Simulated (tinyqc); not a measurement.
Pariser-Parr-Pople SCF with singles CI, for the molecule c1ccc2[nH]ccc2c1 (SMILES; centres numbered as the heavy atoms are written), step by step. Computed by tinyqc, a small Python program that keeps every step. Settings: charge = 0, gamma = Ohno, start = core, damping = 0.3, iteration cap = 84, excitations kept = 4. Command: `OMP_NUM_THREADS=1 python tinyqc.py 30298 30299 out.jsonl` (the two numbers bound the seeds that draw the settings). One thread of a shared host (Intel(R) Xeon(R) Processor @ 2.60GHz), about 0.02 s of CPU time with the checks. Later iterations appear only in the table of the cycle.

## PPP integrals

Centres (angstrom, eV; a flat drawing with bonds scaled to 1.40 angstrom):
```
centre,x,y,core charge z,W,gamma_rr
1C,2.152000,-0.700000,1,11.160000,11.130000
2C,2.152000,0.700000,1,11.160000,11.130000
3C,0.939000,1.400000,1,11.160000,11.130000
4C,-0.273000,0.700000,1,11.160000,11.130000
5N,-1.605000,1.133000,2,25.600000,16.800000
6C,-2.427000,0.000000,1,11.160000,11.130000
7C,-1.605000,-1.133000,1,11.160000,11.130000
8C,-0.273000,-0.700000,1,11.160000,11.130000
9C,0.939000,-1.400000,1,11.160000,11.130000
```

Resonance integrals (eV):
```
i,j,beta
1,2,-2.330000
2,3,-2.330000
3,4,-2.330000
4,5,-2.190000
5,6,-2.190000
6,7,-2.330000
7,8,-2.330000
8,9,-2.330000
9,1,-2.330000
8,4,-2.330000
```

Ohno: gamma = 14.399645/sqrt(R^2 + a^2), a = 2 x 14.399645/(gamma_rr + gamma_ss); H_rr = -W_r - sum_(s != r) z_s gamma_rs; H_rs = beta for bonds.

repulsion gamma_rs (eV), lower triangle:
```
,1C,2C,3C,4C,5N,6C,7C,8C,9C
1C,11.130000
2C,7.553862,11.130000
3C,5.238761,7.552439,11.130000
4C,4.668310,5.239019,7.554960,11.130000
5N,3.344402,3.673456,5.221088,8.279310,16.800000
6C,2.994014,2.994014,3.722468,5.520570,8.282514,11.130000
7C,3.602572,3.290647,3.773491,5.518787,5.783982,7.554514,11.130000
8C,5.239019,4.668310,5.239602,7.553862,5.784282,5.520570,7.552082,11.130000
9C,7.552439,5.238761,4.668463,5.239602,3.855186,3.722468,5.023351,7.554960,11.130000
```

core matrix H (eV), lower triangle:
```
,1C,2C,3C,4C,5N,6C,7C,8C,9C
1C,-54.697783
2C,-2.330000,-55.043965
3C,0.000000,-2.330000,-59.352361
4C,0.000000,0.000000,-2.330000,-69.013730
5N,0.000000,0.000000,0.000000,-2.190000,-69.824222
6C,0.000000,0.000000,0.000000,0.000000,-2.190000,-59.753646
7C,0.000000,0.000000,0.000000,0.000000,0.000000,-2.330000,-59.043408
8C,0.000000,0.000000,0.000000,-2.330000,0.000000,0.000000,-2.330000,-66.056970
9C,-2.330000,0.000000,0.000000,0.000000,0.000000,0.000000,0.000000,-2.330000,-57.870417
```

## Starting guess

pi electrons, sum of z_r less the charge = 10

Orbitals of the core matrix H.

P at the start, lower triangle:
```
,1C,2C,3C,4C,5N,6C,7C,8C,9C
1C,0.223693
2C,0.304349,0.457175
3C,0.451643,0.726888,1.244315
4C,-0.145935,-0.105304,0.199459,1.935083
5N,0.047376,0.008018,-0.063983,0.021104,1.969526
6C,-0.077853,0.033520,0.137469,-0.040609,0.152413,1.151531
7C,-0.072302,-0.015675,0.029374,-0.032209,-0.148263,0.925055,0.877201
8C,0.089697,-0.049541,-0.181458,0.089987,0.000781,-0.131706,0.297184,1.763928
9C,0.240545,0.263380,0.333761,-0.205476,0.089209,-0.230225,-0.107329,0.509140,0.377547
```

## Iteration 1: Fock matrix

F_rr = H_rr + P_rr gamma_rr / 2 + sum_(s != r) P_ss gamma_rs; F_rs = H_rs - P_rs gamma_rs / 2; E = tr P (H + F) / 2 + core repulsion sum_(r<s) z_r z_s gamma_rs.

F (eV), lower triangle:
```
,1C,2C,3C,4C,5N,6C,7C,8C,9C
1C,-9.159835
2C,-3.479504,-7.492819
3C,-1.183025,-5.074891,-4.299047
4C,0.340634,0.275844,-3.083454,-2.597644
5N,-0.079223,-0.014728,0.167030,-2.277362,-2.064973
6C,0.116546,-0.050180,-0.255861,0.112092,-2.821183,-1.909408
7C,0.130236,0.025791,-0.055421,0.088877,0.428774,-5.824171,-1.167943
8C,-0.234962,0.115637,0.475384,-2.669876,-0.002258,0.363547,-3.452181,-4.571025
9C,-3.238350,-0.689893,-0.779075,0.538306,-0.171959,0.428502,0.269574,-4.253264,-6.124481
```

pi energy = -122.506377 eV

## Iteration 1: orbitals and new P

Diagonalise F (the basis is taken as orthonormal) and form P = 2 sum c c over the lowest orbitals; 0.3 of the old P is kept.

orbital energies (eV): -15.071679  -10.311818  -8.827713  -6.669193  -4.375468  -2.288935  -0.875658  3.240249  5.793038

P after iteration 1, lower triangle:
```
,1C,2C,3C,4C,5N,6C,7C,8C,9C
1C,1.291838
2C,0.207190,1.071698
3C,0.058544,0.788251,0.994484
4C,-0.121899,-0.164987,0.428599,1.385272
5N,0.260915,-0.242311,0.058226,0.501691,1.146230
6C,0.063518,0.051472,-0.009111,-0.059460,0.301593,1.069461
7C,-0.120403,0.105218,-0.048010,-0.171014,-0.024502,0.882113,0.917743
8C,-0.147337,-0.085299,-0.008194,0.239844,-0.043041,-0.016617,0.354498,1.280605
9C,0.356224,0.081889,0.046503,-0.075478,-0.144170,-0.278497,-0.009733,0.728751,0.842670
```

## Iteration 2: Fock matrix

As before.

F (eV), lower triangle:
```
,1C,2C,3C,4C,5N,6C,7C,8C,9C
1C,-4.321509
2C,-3.112543,-3.727975
3C,-0.153348,-5.306611,-4.418293
4C,0.284532,0.432186,-3.949023,-7.598440
5N,-0.436303,0.445059,-0.152002,-4.266828,-10.455183
6C,-0.095087,-0.077054,0.016957,0.164128,-3.438974,-8.742966
7C,0.216881,-0.173117,0.090583,0.471894,0.070859,-5.661969,-5.744663
8C,0.385949,0.199102,0.021466,-3.235874,0.124481,0.045866,-3.668598,-5.653213
9C,-3.675178,-0.214499,-0.108548,0.197739,0.277902,0.518348,0.024445,-5.082841,-3.224050
```

pi energy = -132.038180 eV

## Iteration 2: orbitals and new P

As before.

orbital energies (eV): -16.370020  -12.711993  -11.634646  -9.511149  -7.380104  -1.619153  -0.486674  1.851218  3.976231

P after iteration 2, lower triangle:
```
,1C,2C,3C,4C,5N,6C,7C,8C,9C
1C,1.124407
2C,0.431152,0.964309
3C,0.032401,0.782569,1.024889
4C,-0.303062,-0.064054,0.516880,1.248493
5N,0.282244,-0.202649,-0.107995,0.481496,1.464763
6C,0.035191,0.109358,0.003429,-0.174826,0.366106,1.189551
7C,-0.163848,0.047941,0.021347,-0.094324,-0.191141,0.838482,0.926990
8C,-0.055042,-0.181152,-0.040742,0.406779,-0.148064,-0.071244,0.429153,1.188687
9C,0.579043,0.068876,-0.132870,-0.069219,-0.010919,-0.218121,0.022970,0.681582,0.867911
```

## Iteration 3: Fock matrix

As before.

F (eV), lower triangle:
```
,1C,2C,3C,4C,5N,6C,7C,8C,9C
1C,-5.376464
2C,-3.958433,-4.814070
3C,-0.084870,-5.285154,-5.189387
4C,0.707394,0.167789,-4.282505,-6.684983
5N,-0.471968,0.372211,0.281926,-4.183228,-9.093874
6C,-0.052681,-0.163710,-0.006383,0.482570,-3.706140,-7.244758
7C,0.295136,-0.078879,-0.040276,0.260277,0.552779,-5.497162,-5.107649
8C,0.144183,0.422837,0.106737,-3.866375,0.428222,0.196654,-3.950499,-5.651150
9C,-4.516595,-0.180412,0.310149,0.181339,0.021048,0.405974,-0.057692,-4.904663,-4.458351
```

pi energy = -139.078174 eV

## Iteration 3: orbitals and new P

As before.

orbital energies (eV): -15.375693  -12.862266  -11.779516  -10.195538  -8.735011  -0.190352  -0.075566  1.796898  3.796358

P after iteration 3, lower triangle:
```
,1C,2C,3C,4C,5N,6C,7C,8C,9C
1C,1.092738
2C,0.517112,0.959751
3C,-0.006980,0.770853,1.040674
4C,-0.312997,-0.034839,0.537673,1.166021
5N,0.239113,-0.176156,-0.151061,0.501059,1.523793
6C,0.039650,0.125985,-0.019490,-0.212863,0.426242,1.201556
7C,-0.171073,0.039600,0.058539,-0.093262,-0.257646,0.812092,0.974386
8C,-0.043823,-0.222211,-0.017747,0.480513,-0.194548,-0.087248,0.464939,1.136000
9C,0.670362,0.038876,-0.233754,-0.027751,0.029546,-0.186737,0.020537,0.636134,0.905080
```

## Convergence

Stop when output and input P, before any damping, agree to 1e-7.

Course of the cycle:
```
iteration,E (eV),largest |P(out) - P(in)|
1,-122.50637653,1.53e+00
2,-132.03817963,4.55e-01
3,-139.07817367,1.44e-01
4,-141.81060321,7.65e-02
5,-142.79415096,4.16e-02
6,-143.13954827,2.57e-02
7,-143.26102795,1.54e-02
8,-143.30457753,9.79e-03
9,-143.32075715,6.70e-03
10,-143.32709279,4.96e-03
11,-143.32974535,3.70e-03
...,...,...
40,-143.33217760,1.41e-06
41,-143.33217760,1.07e-06
42,-143.33217760,8.16e-07
43,-143.33217760,6.22e-07
44,-143.33217760,4.74e-07
45,-143.33217760,3.61e-07
46,-143.33217760,2.75e-07
47,-143.33217760,2.10e-07
48,-143.33217760,1.60e-07
49,-143.33217760,1.22e-07
50,-143.33217760,9.28e-08
```

Converged in 50 iterations.

## Converged orbitals

Charges are z - P_rr.

orbital energies (eV): -15.657486  -13.283808  -11.963990  -10.613942  -9.472646  -0.283299  0.621942  1.876795  3.835419

coefficients:
```
,MO1,MO2,MO3,MO4,MO5,MO6,MO7,MO8,MO9
1C,0.146113,0.459013,0.174447,-0.410671,-0.287790,-0.189651,0.528199,0.154718,0.383607
2C,0.167375,0.445746,-0.203262,-0.409038,0.254357,-0.377577,-0.323001,-0.364585,-0.346632
3C,0.269339,0.314637,-0.408838,0.005084,0.428471,0.479724,-0.141605,0.349005,0.325126
4C,0.502771,0.059768,-0.321243,0.455228,-0.056691,-0.041314,0.527050,-0.152126,-0.356897
5N,0.495291,-0.399981,-0.299275,-0.222834,-0.462406,-0.214495,-0.341167,0.263983,0.097836
6C,0.356442,-0.404565,0.222142,-0.438380,0.222550,0.404910,0.189757,-0.461890,0.070150
7C,0.276748,-0.145365,0.463849,-0.023633,0.478388,-0.292718,0.064213,0.546812,-0.262488
8C,0.368427,0.152744,0.382037,0.463004,0.036649,-0.205556,-0.312561,-0.322440,0.485127
9C,0.201549,0.346308,0.397350,0.003994,-0.414888,0.501726,-0.254211,0.110420,-0.425287
```

pi charges: 1C -0.027894, 2C -0.000060, 3C -0.044603, 4C -0.139989, 5N 0.483323, 6C -0.163553, 7C -0.084579, 8C -0.041473, 9C 0.018827

## Singles CI, singlets

Over the 4 single excitations with the smallest orbital gaps: A = (e_a - e_i) delta + 2 (ia|jb) - (ij|ab), with (pq|rs) = sum c_mp c_mq gamma_mn c_nr c_ns. f = 2/3 w |mu|^2 in atomic units, mu = sqrt2 sum c_ia sum_m c_mi c_ma R_m.

singlet CI matrix (eV), lower triangle:
```
,5>6,5>7,4>6,4>7
5>6,4.967573
5>7,0.129564,5.555967
4>6,-0.054538,-0.846498,5.639984
4>7,1.014052,0.081375,0.014384,6.401719
```

singlet excitation energies (eV): 4.437220  4.748056  6.430019  6.949948

oscillator strengths: 0.129570  0.002777  1.625654  1.115843

## Singles CI, triplets

Over the 4 single excitations with the smallest orbital gaps: A = (e_a - e_i) delta - (ij|ab), with (pq|rs) = sum c_mp c_mq gamma_mn c_nr c_ns.

triplet CI matrix (eV), lower triangle:
```
,5>6,5>7,4>6,4>7
5>6,3.255502
5>7,-0.096504,4.042506
4>6,0.000493,0.075670,4.414361
4>7,0.075670,-0.247363,-0.120914,4.812840
```

triplet excitation energies (eV): 3.242320  3.973623  4.380981  4.928285
